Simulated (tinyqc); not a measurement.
Chemical-mechanical planarisation: Preston law, pattern density and step-height reduction: one step, computed by the program tinyqc.

A row of 10 cells, repeated periodically, holds raised features that cover a share rho of each cell.

Task: Effective density. The stiff pad averages the density: rho_eff(i) = sum_j w_ij rho_j / sum_j w_ij, w = exp(-2 d^2/L^2), L the planarisation length and d the distance between cell centres, summed over all periodic images of cell j.

Inputs (values chosen for the exercise, close to those used for copper polishing): cell size = 1.2 mm; planarisation length = 1.4 mm.

local pattern densities, cell by cell: 0.5  0.1  0.1  0.4  0.4  0.25  0.1  0.4  0.8  0.7

Give: normalised weights (images included) for cells 0, 1, 2, ... apart; effective densities.

Result:

normalised weights (images included) for cells 0, 1, 2, ... apart: 0.6822  0.1570  0.0019  0.0000  0.0000  0.0000

effective densities: 0.4684  0.1645  0.1484  0.3521  0.3753  0.2506  0.1725  0.4160  0.7196  0.6826

Local densities span 0.1 to 0.8, effective ones 0.148 to 0.720.
